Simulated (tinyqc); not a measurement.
The 3-omega method: a line heater on a substrate with a thin film: one step, computed by the program tinyqc.

A current at angular frequency omega = 2 pi f heats the line at 2 omega with the amplitude P per length; the temperature swing Delta T at 2 omega gives a voltage at 3 omega. The substrate is taken as semi-infinite and isotropic, and the heat capacity of heater and film is left out.

Question. Conductivity from the slope. Delta T_s = (P/(pi kappa)) int_0^infinity (sin x/x)^2 / sqrt(x^2 + (q b)^2) dx with (q b)^2 = i |q b|^2, averaged over the heater width (12 Gauss-Legendre points on each of the pieces 0, 14 log-spaced edges from 1e-5 to 1, and multiples of pi to 40 pi; the tail adds 1/(4 (40 pi)^2)). Take the in-phase swing at f and at 2f; in the narrow-line limit kappa = P ln 2/(2 pi [Delta T(f) - Delta T(2f)]), whatever the film and the heater width.

Inputs (values chosen for the exercise, modelled on silica on sapphire): substrate conductivity kappa = 34.2 W/(m K); substrate heat capacity C = 3.21 1e6 J/(m^3 K); heater half-width b = 8.4 micrometre; power amplitude per length P = 18 W/m; current frequency f = 890 Hz.

in-phase Delta T_s = 0.3742019 K

Give: in-phase Delta T_s at 2f; kappa from the slope; error of the slope method.

Answer.

in-phase Delta T_s at 2f = 0.3177 K

kappa from the slope = 35.12 W/(m K)

error of the slope method = 2.699 %
